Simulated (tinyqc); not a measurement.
Trap density from the barrier height.

Problem. In a partly depleted grain with all boundary traps filled, 2 N W = Qt and VB = q N W^2/(2 eps0 eps_r). Find Qt, W and the doping at which VB would equal Vt.

Values chosen for this exercise:
- T = 400 K (temperature)
- eps_r = 11.7 (relative permittivity)

Constants: q = 1.602176634e-19 C, kB = 1.380649e-23 J/K, Vt = kB T/q, eps0 = 8.8541878128e-14 F/cm where lengths are in cm. Results are converted to the units shown.

doping = 1.7e18 cm^-3
barrier height = 0.082901888 V

Answer. Eliminating W gives VB = q Qt^2/(8 eps0 eps_r N), which falls as 1/N.

Qt = 2.70e12 cm^-2
W = 7.94 nm
doping for VB = Vt = 4.09e18 cm^-3

Numbers from tinyqc (`OMP_NUM_THREADS=1 python tinyqc.py 2830139 2830140 out.jsonl`; about 0.01 s on one thread of a shared Intel Xeon 2.30GHz).
